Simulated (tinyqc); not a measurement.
# Gate work function from the charge

Question. For an undoped double gate, Q = 8 eps0 eps_r Vt beta tan(beta)/ts with 0 < beta < pi/2, and at the source (Vg - dphi)/(2 Vt) - ln[(2/ts) sqrt(2 eps0 eps_r Vt/(q ni))] = ln(beta) - ln(cos beta) + 2 r beta tan(beta), r = eps_r tox/(eox ts). Find beta and dphi.

Values chosen for this exercise; material values close to those of silicon: temperature T = 300 K; relative permittivity of the semiconductor eps_r = 11.6; relative permittivity of the gate insulator eox = 21.9; insulator thickness tox = 13 nm; body thickness ts = 20 nm; gate voltage Vg = 0.72 V.

Constants: q = 1.602176634e-19 C, kB = 1.380649e-23 J/K, Vt = kB T/q, eps0 = 8.8541878128e-14 F/cm where lengths are in cm. Results are converted to the units shown.

Qs = 441.35433 nC/cm^2
ni = 7.2205003e9 cm^-3

Answer. beta tan(beta) rises from 0 without bound on the interval, so the charge fixes beta; the second relation is then explicit in dphi.

beta = 1.273
dphi = 0.04000 V

Program tinyqc, `OMP_NUM_THREADS=1 python tinyqc.py 2440120 2440121 out.jsonl`; Intel Xeon 2.30GHz, shared host, one thread, about 0.03 s.
